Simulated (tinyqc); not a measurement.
The integration grid: Kohn-Sham R2SCAN on finer and finer grids in the sto-3g basis, for H2, spin multiplicity 1. Computed by the program tinyqc with PySCF. Self-consistent on each grid; the net force on the molecule should vanish.

Geometry (angstrom):
```
atom,x,y,z
H,0.0000,0.0000,0.0000
H,0.0000,0.0000,0.7010
```

Kohn-Sham energy on Becke grids (radial x angular points per atom):
```
grid,points,residual of the electron count,E (hartree),E - finest (mhartree),largest net force without grid terms (hartree/bohr)
10 x 14,272,2.24e-03,-1.16080,-3.83957,4.63e-18
15 x 26,768,-9.55e-03,-1.15517,1.78963,1.11e-16
20 x 50,1984,-1.25e-04,-1.15693,0.03584,2.22e-16
30 x 86,5136,-3.09e-05,-1.15695,0.01023,1.11e-16
50 x 194,19358,1.09e-08,-1.15696,0.00000,2.22e-16
75 x 302,45238,9.89e-11,-1.15696,0.00000,3.33e-16
120 x 590,141300,4.88e-14,-1.15696,0.00000,5.55e-16
```

What does the comparison show, and why?

The energy is within 0.1 mhartree of the finest grid first at 20 x 50. The error has both signs, since quadrature is not variational. The net force vanishes by symmetry here, so only the electron count signals a poor grid.
